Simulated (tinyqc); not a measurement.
# Which input was changed?

Model: Holstein polaron on two sites. Computed by tinyqc, a small Python program. Command: `OMP_NUM_THREADS=1 python tinyqc.py 3004315 3004316 out.jsonl holstein which`. One thread of a shared host (Intel(R) Xeon(R) Processor @ 2.30GHz), about 0.08 s of CPU time with the checks.

One electron on sites 1 and 2: H = -t (c1+ c2 + c2+ c1) + hbar omega sum_i b_i+ b_i - g hbar omega sum_i n_i (b_i + b_i+). The symmetric phonon shifts the energy by -g^2 hbar omega/2 and drops out; with b = (b_1 - b_2)/sqrt(2) there remains H = -t sigma_x + hbar omega b+ b - (g hbar omega/sqrt(2)) sigma_z (b + b+). Parity splits it into blocks p = +1 and -1 over phonon numbers n. Zero-point energies are left out. Weights Z refer to mode b alone; the displaced symmetric mode multiplies the full zero-phonon weight by exp(-g^2/2).

Inputs (values chosen for the exercise, for a model dimer): hopping t = 16 meV; phonon energy hbar omega = 68.7 meV; coupling g = 0.218.

Method. Block p: H_nn = n hbar omega - p t (-1)^n - g^2 hbar omega/2, H_(n,n+1) = -(g hbar omega/sqrt(2)) sqrt(n + 1). Use 60 levels in both blocks; Z = c_0^2 is the weight of n = 0 in the ground state c; the splitting is the lowest odd level less the lowest even one, which without coupling is the smaller of 2t and hbar omega; <sigma_x> = sum (-1)^n c_n^2 measures the kinetic energy.

Question. One of these inputs alone was changed, within the range given: hopping t (8 to 32); phonon energy hbar omega (34.35 to 137.4); coupling g (0.109 to 0.436). Which one, and to what value?

Results:

| run | ground-state energy (meV) | <sigma_x> | weight Z of n = 0 in mode b |
|---|---|---|---|
| before | -18.75189 | 0.9779005 | 0.9888184 |
| after | -23.65123 | 0.9816612 | 0.9907211 |

Answer.

Each candidate set to reproduce ground-state energy, and what it then gives:

| candidate | range searched | value needed | <sigma_x> | weight Z of n = 0 in mode b |
|---|---|---|---|---|
| hopping t (meV) | 8 to 32 | 21.00 | 0.98166 | 0.99072 |
| phonon energy hbar omega (meV) | 34.35 to 137.4 | out of reach | - | - |
| coupling g | 0.109 to 0.436 | 0.3628 | 0.93892 | 0.96844 |

Only hopping t fits every result: it went from 16 to 21.0 meV. The next best candidate, coupling g, misses one result by 4.4 %.
